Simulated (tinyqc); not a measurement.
G0W0 on RHF in the 6-311g basis, for H2, spin multiplicity 1, step by step. One step of it, computed by the program tinyqc.

Problem. G0W0 on Hartree-Fock: LUMO. W(p,q,m) = sqrt2 sum_ia (pq|ia) (X+Y)_ia,m; Sigma_c(x) = sum_(i,m) W^2/(x - e_i + w_m) + sum_(a,m) W^2/(x - e_a - w_m); solve x = e_p + Sigma_c(x) by Newton steps; Z = 1/(1 - dSigma/dx); 1 hartree = 27.211386 eV.

orbital energies (hartree): MO1 -0.503837, MO2 0.100806, MO3 0.338022, MO4 0.519591, MO5 2.515575, MO6 2.660207

Two-electron integrals over orbitals (pq|rs), unique and non-zero (hartree):
```
(11|11) 0.541219    (21|21) 0.085920    (22|11) 0.378956    (22|22) 0.327870
(31|11) -0.113914   (31|22) -0.046625   (31|31) 0.053065    (32|21) 0.005437
(32|32) 0.026546    (33|11) 0.350888    (33|22) 0.285541    (33|31) -0.040269
(33|33) 0.280473    (41|21) -0.077200   (41|32) 0.017015    (41|41) 0.088895
(42|11) -0.138568   (42|22) -0.068203   (42|31) 0.051751    (42|33) -0.054285
(42|42) 0.069324    (43|21) 0.060494    (43|32) 0.009397    (43|41) -0.051665
(43|43) 0.049716    (44|11) 0.432233    (44|22) 0.337607    (44|31) -0.077399
(44|33) 0.301306    (44|42) -0.097898   (44|44) 0.374075    (51|21) -0.028137
(51|32) 0.021686    (51|41) 0.048594    (51|43) -0.026900   (51|51) 0.066754
(52|11) -0.030475   (52|22) 0.000987    (52|31) 0.025831    (52|33) -0.008057
(52|42) 0.017518    (52|44) -0.023706   (52|52) 0.033788    (53|21) 0.035955
(53|32) -0.012256   (53|41) -0.045585   (53|43) 0.025069    (53|51) -0.038959
(53|53) 0.030842    (54|11) 0.116199    (54|22) 0.047427    (54|31) -0.054415
(54|33) 0.046192    (54|42) -0.055785   (54|44) 0.084259    (54|52) -0.043123
(54|54) 0.078865    (55|11) 0.565026    (55|22) 0.396721    (55|31) -0.133659
(55|33) 0.356232    (55|42) -0.160426   (55|44) 0.466769    (55|52) -0.067895
(55|54) 0.174150    (55|55) 0.686540    (61|11) -0.050169   (61|22) -0.022127
(61|31) 0.033571    (61|33) -0.016472   (61|42) 0.033388    (61|44) -0.049475
(61|52) 0.039903    (61|54) -0.061686   (61|55) -0.119085   (61|61) 0.065839
(62|21) -0.019982   (62|32) 0.011139    (62|41) 0.030688    (62|43) -0.019680
(62|51) 0.041093    (62|53) -0.023225   (62|62) 0.027550    (63|11) 0.079205
(63|22) 0.041902    (63|31) -0.032688   (63|33) 0.030799    (63|42) -0.038566
(63|44) 0.061618    (63|52) -0.021583   (63|54) 0.046545    (63|55) 0.117785
(63|61) -0.037549   (63|63) 0.031747    (64|21) 0.040619    (64|32) -0.021830
(64|41) -0.058338   (64|43) 0.030375    (64|51) -0.061216   (64|53) 0.041321
(64|62) -0.039322   (64|64) 0.064511    (65|21) 0.129119    (65|32) -0.020567
(65|41) -0.143364   (65|43) 0.095645    (65|51) -0.113338   (65|53) 0.090520
(65|62) -0.073572   (65|64) 0.124659    (65|65) 0.301146    (66|11) 0.578521
(66|22) 0.394727    (66|31) -0.137630   (66|33) 0.362098    (66|42) -0.165876
(66|44) 0.471140    (66|52) -0.072093   (66|54) 0.178994    (66|55) 0.692605
(66|61) -0.115499   (66|63) 0.117933    (66|66) 0.709856
```

excitation energies w (hartree): 0.712533  0.939467  1.208520  3.152709  3.293822

X + Y:
```
            1          2          3          4         5
1>2  0.890128   0.000000  -0.181708  -0.007564  0.000000
1>3  0.000000   0.946398   0.000000   0.000000  0.011120
1>4  0.308480   0.000000   0.888453   0.023086  0.000000
1>5  0.012899   0.000000  -0.068913   0.977682  0.000000
1>6  0.000000  -0.040364   0.000000   0.000000  0.979865
```

Give: The 12 largest terms at x = e_p; Newton steps; quasiparticle energy of the LUMO; Hartree-Fock value.

Solution.

The 12 largest terms at x = e_p (hartree; W for the signs of X + Y given):
```
q  m        W       term
1  3  -0.1163     0.0075
1  1   0.0740     0.0042
2  2  -0.0611    -0.0040
4  2   0.0674    -0.0033
4  5   0.0471    -0.0006
6  4   0.0580    -0.0006
5  5   0.0557    -0.0005
1  4  -0.0423   4.77e-04
6  3   0.0397  -4.18e-04
5  2   0.0323  -3.11e-04
2  5  -0.0314  -2.99e-04
3  4   0.0305  -2.74e-04
```

Newton steps (hartree):
```
step       x  Sigma_c(x)       Z
0     0.1008      0.0013  0.9850
1     0.1020      0.0012  0.9850
2     0.1020      0.0012  0.9850
```

quasiparticle energy of the LUMO = 2.7768 eV

Hartree-Fock value = 2.7431 eV
